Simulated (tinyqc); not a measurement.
Inside a calculation. Method: Born-Oppenheimer dynamics on the RHF/6-31g surface (energies and gradients from PySCF), for H4, spin multiplicity 1. One step of it, computed by the program tinyqc.

Problem. Velocity Verlet step 1. dt = 1 fs = 41.3414 atomic units; x' = x + v dt - g dt^2 / (2m); after the new gradient g', v' = v - (g + g') dt / (2m).

positions (bohr):
```
            x          y          z
1H  -0.039684  -0.043464  -0.022677
2H   0.119053  -0.047243   1.404067
3H   0.011338   1.910513  -0.015118
4H   0.071810   1.938859   1.562804
```

velocities (bohr per atomic time unit):
```
               x             y             z
1H  -0.000423500  -0.000068250  -0.000171000
2H   0.000416500  -0.000090250  -0.000265000
3H  -0.000160500   0.000002750  -0.000136000
4H   0.000167500   0.000155750   0.000572000
```

gradient (hartree/bohr):
```
              x            y            z
1H  -0.00363853   0.16387352  -0.04132015
2H   0.00429061   0.15721450   0.05881377
3H  -0.00479099  -0.15991944  -0.08701734
4H   0.00413890  -0.16116859   0.06952372
```

masses (electron masses): 1H 1837.152588, 2H 1837.152588, 3H 1837.152588, 4H 1837.152588

gradient after step 1 (hartree/bohr):
```
              x            y            z
1H  -0.00284693   0.13198687  -0.02417590
2H   0.00338026   0.12789065   0.03950263
3H  -0.00459837  -0.13062169  -0.07734370
4H   0.00406504  -0.12925582   0.06201697
```

Give: positions after step 1; velocities after step 1.

Solution.

positions after step 1 (bohr):
```
         x       y       z
1H  -0.055  -0.123  -0.011
2H   0.134  -0.124   1.366
3H   0.007   1.985   0.020
4H   0.077   2.020   1.554
```

velocities after step 1 (bohr per atomic time unit):
```
            x          y          z
1H  -0.000351  -0.003397   0.000566
2H   0.000330  -0.003298  -0.001371
3H  -0.000055   0.003272   0.001713
4H   0.000075   0.003423  -0.000908
```
